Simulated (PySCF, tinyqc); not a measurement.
RHF in the sto-3g basis, for Be, spin multiplicity 1, step by step. The lowest restricted solution is unstable here: a spin-polarised one lies 0.0012 hartree lower (PySCF). One step of it, computed by the program tinyqc.

Problem. Iteration 1: building the Fock matrix. J_ij = sum D_kl (ij|kl), K_ij = sum D_kl (ik|jl); F = H + J - 0.5 K; E = tr D H + tr D J / 2 - 0.25 tr D K + E_nn.

D at the start:
```
            1Be 1s     1Be 2s   1Be 2px   1Be 2py   1Be 2pz
1Be 1s    2.144425  -0.556515  0.000000  0.000000  0.000000
1Be 2s   -0.556515   2.144425  0.000000  0.000000  0.000000
1Be 2px   0.000000   0.000000  0.000000  0.000000  0.000000
1Be 2py   0.000000   0.000000  0.000000  0.000000  0.000000
1Be 2pz   0.000000   0.000000  0.000000  0.000000  0.000000
```

core Hamiltonian H = T + V (hartree):
```
            1Be 1s     1Be 2s    1Be 2px    1Be 2py    1Be 2pz
1Be 1s   -7.867117  -1.932258   0.000000   0.000000   0.000000
1Be 2s   -1.932258  -2.102157   0.000000   0.000000   0.000000
1Be 2px   0.000000   0.000000  -1.634157   0.000000   0.000000
1Be 2py   0.000000   0.000000   0.000000  -1.634157   0.000000
1Be 2pz   0.000000   0.000000   0.000000   0.000000  -1.634157
```

Two-electron integrals (ij|kl) in chemists' order, unique and non-zero (hartree):
```
(11|11) 2.298831   (21|11) 0.392036   (21|21) 0.079539   (22|11) 0.570988
(22|21) 0.143041   (22|22) 0.417683   (31|31) 0.014607   (32|31) 0.021888
(32|32) 0.092265   (33|11) 0.569578   (33|21) 0.143083   (33|22) 0.417589
(33|33) 0.449859   (41|41) 0.014607   (42|41) 0.021888   (42|42) 0.092265
(43|43) 0.024249   (44|11) 0.569578   (44|21) 0.143083   (44|22) 0.417589
(44|33) 0.401360   (44|44) 0.449859   (51|51) 0.014607   (52|51) 0.021888
(52|52) 0.092265   (53|53) 0.024249   (54|54) 0.024249   (55|11) 0.569578
(55|21) 0.143083   (55|22) 0.417589   (55|33) 0.401360   (55|44) 0.401360
(55|55) 0.449859
```

nuclear repulsion = 0 hartree

Give: Coulomb J; exchange K; Fock matrix F; total energy of this density.

Solution.

Coulomb J (hartree):
```
         1Be 1s  1Be 2s  1Be 2px  1Be 2py  1Be 2pz
1Be 1s   5.7178  1.0589   0.0000   0.0000   0.0000
1Be 2s   1.0589  1.9609   0.0000   0.0000   0.0000
1Be 2px  0.0000  0.0000   1.9577   0.0000   0.0000
1Be 2py  0.0000  0.0000   0.0000   1.9577   0.0000
1Be 2pz  0.0000  0.0000   0.0000   0.0000   1.9577
```

exchange K (hartree):
```
         1Be 1s  1Be 2s  1Be 2px  1Be 2py  1Be 2pz
1Be 1s   4.6639  0.7854   0.0000   0.0000   0.0000
1Be 2s   0.7854  0.9070   0.0000   0.0000   0.0000
1Be 2px  0.0000  0.0000   0.2048   0.0000   0.0000
1Be 2py  0.0000  0.0000   0.0000   0.2048   0.0000
1Be 2pz  0.0000  0.0000   0.0000   0.0000   0.2048
```

Fock matrix F (hartree):
```
          1Be 1s   1Be 2s  1Be 2px  1Be 2py  1Be 2pz
1Be 1s   -4.4813  -1.2661   0.0000   0.0000   0.0000
1Be 2s   -1.2661  -0.5948   0.0000   0.0000   0.0000
1Be 2px   0.0000   0.0000   0.2211   0.0000   0.0000
1Be 2py   0.0000   0.0000   0.0000   0.2211   0.0000
1Be 2pz   0.0000   0.0000   0.0000   0.0000   0.2211
```

total energy of this density = -14.351880 hartree

This density is the starting one.
